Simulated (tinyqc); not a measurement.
What moves the coefficients: Boltzmann transport in a parabolic band with a power-law relaxation time.

F_j(eta) = (1/Gamma(j + 1)) integral_0^infinity x^j dx/(1 + exp(x - eta)), which tends to exp(eta) for eta << 0.

n = N F_1/2(eta) with N = 2 (m kB T/(4 pi c))^(3/2) with c = hbar^2/2m0, in 1/angstrom^3; times 1e24 for 1/cm^3, m = md.

tau = tau0 x^r with x = E/kT. With K_j = Gamma(j + 1) F_j(eta): <tau> = tau0 (r + 3/2) K_(r+1/2)/((3/2) K_(1/2)); mu = <tau>/(mc m0/e), m0/e = 5.685630e-12 kg/C; Hall factor rH = (3/2) K_(1/2) (2r + 3/2) K_(2r+1/2)/((r + 3/2) K_(r+1/2))^2; Seebeck S = -(kB/e) [(r + 5/2) K_(r+3/2)/((r + 3/2) K_(r+1/2)) - eta]; Lorenz number L = (kB/e)^2 [(r + 7/2) K_(r+5/2)/((r + 3/2) K_(r+1/2)) - ((r + 5/2) K_(r+3/2)/((r + 3/2) K_(r+1/2)))^2]; kB/e in V/K. Valley anisotropy is left out of rH.

Constants: hbar^2/2m0 = 3.80998211 eV angstrom^2; kB = 8.617333262e-05 eV/K.

Values chosen for the exercise (masses near those of GaN; tau0 is set for a mobility of the usual size at this n, kL is a free input; freeze-out and phonon drag, which matter near 77 K, are left out; shifted at random, so the results belong to these values and not to a real crystal):
```
symbol  value    unit     meaning
md      0.195    m0       density-of-states mass
mc      0.195    m0       conductivity mass
tau0    320      fs       tau at E = kT
r       0.5               exponent of tau
T       77       K
kL      59       W/(m K)  lattice thermal conductivity
n       6.2e+15  1/cm^3   electron density
```

sigma = e n mu with e = 1.602176634e-19 C; ZT = S^2 sigma T/(kL + L sigma T).

One parameter was then changed.

Results before and after:
```
case     mu (cm^2/(V s))  sigma (S/cm)  S (microvolt/K)        ZT
base                4352         4.323           -587.2  0.000195
changed             4349         4.320           -621.4  0.000218
```

Which of these changes was made? (a) md = 0.254 m0; (b) T = 127 K; (c) tau0 = 480 fs; (d) kL = 29.5 W/(m K); (e) mc = 0.2535 m0; (f) n = 1.24e+16 1/cm^3.

Answer: (a) md = 0.254 m0. Of the candidates, run in turn, only this one gives the changed row.

All candidates:
```
case                 mu (cm^2/(V s))  sigma (S/cm)  S (microvolt/K)        ZT
base                            4352         4.323           -587.2  0.000195
md = 0.254 m0                   4349         4.320           -621.4  0.000218
mc = 0.2535 m0                  3348         3.326           -587.2  0.000150
n = 1.24e+16 1/cm^3             4362         8.666           -527.5  0.000315
tau0 = 480 fs                   6528         6.485           -587.2  0.000292
kL = 29.5 W/(m K)               4352         4.323           -587.2  0.000389
T = 127 K                       4347         4.318           -651.9  0.000395
```

The row for T keeps tau0 fixed; for phonon scattering tau0 itself falls as T rises.

(tinyqc, `OMP_NUM_THREADS=1 python tinyqc.py 1650016 1650017 out.jsonl`, Intel(R) Xeon(R) Processor @ 2.30GHz, 1 thread, shared host, about 0.01 s.)
